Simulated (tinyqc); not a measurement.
Raising D: domain walls in a thin film with perpendicular anisotropy: Bloch, Neel and chiral walls, motion and stripe domains. Computed by tinyqc, a small Python program. Command: `OMP_NUM_THREADS=1 python tinyqc.py 3008048 3008049 out.jsonl mwall walk`. One thread of a shared host (Intel(R) Xeon(R) Processor @ 2.30GHz), about 0.01 s of CPU time with the checks.

One-dimensional wall: polar angle theta(x), azimuth phi of the moment in the wall (phi = 0 Neel, 90 degrees Bloch). mu_0 = 1.25663706212e-6 T m/A, gamma = 1.76085963023e11 rad/(s T).

Inputs (values chosen for the exercise, for a model film):
```
quantity                      value    unit
saturation magnetisation M_s    842    kA/m
exchange stiffness A             17    pJ/m
uniaxial anisotropy K_u         661  kJ/m^3
DMI constant D                 0.72  mJ/m^2
thickness t                     2.8      nm
```

Method. K_eff = K_u - mu_0 M_s^2/2; Delta = sqrt(A/K_eff); sigma_0 = 4 sqrt(A K_eff); profile theta = 2 arctan exp(x/Delta); quality factor Q = 2 K_u/(mu_0 M_s^2). sigma(phi) = sigma_0 + 2 Delta K_D cos^2(phi) - pi D cos(phi), with the wall shape anisotropy K_D = N_x mu_0 M_s^2/2, N_x = t ln 2/(pi Delta). The minimum has cos(phi) = D/D_N for D < D_N = 4 Delta K_D/pi and phi = 0 beyond; sigma turns negative at D_c = (sigma_0 + 2 Delta K_D)/pi.

D_N = 0.350387 mJ/m^2

D_c = 2.61246 mJ/m^2

width parameter Delta = 8.88087 nm

sigma_0 = 7.65690 mJ/m^2

Wall against D; the last column is the Kaplan-Gehring width, log10[0.955 t exp(pi sigma/(mu_0 M_s^2 t))/nm], with a dash where it falls below 10 Delta and the formula fails:
```
D (mJ/m^2)  phi (degrees)  sigma (mJ/m^2)  sigma/sigma_0  log10 domain width
0.07               78.476          7.6349        0.99713              4.6030
0.18               59.088          7.5117        0.98103              4.5356
0.28               36.954          7.3054        0.95410              4.4228
0.52                0.000          6.5737        0.85853              4.0226
1.00                0.000          5.0657        0.66159              3.1978
1.60                0.000          3.1807        0.41541              2.1668
2.10                0.000          1.6099        0.21026                   -
2.40                0.000          0.6675        0.08717                   -
```

What follows from these numbers?

D_N is 13 % of D_c, so a small D fixes the chirality long before it lowers the energy much. Beyond D_N sigma falls by pi per unit of D, and the domain width, which has sigma in an exponent, drops by 2.4 decades over the valid rows (values above 6 mean a single domain in any device).

Extremes, crossings and ranges named in words are read from the listed rows.
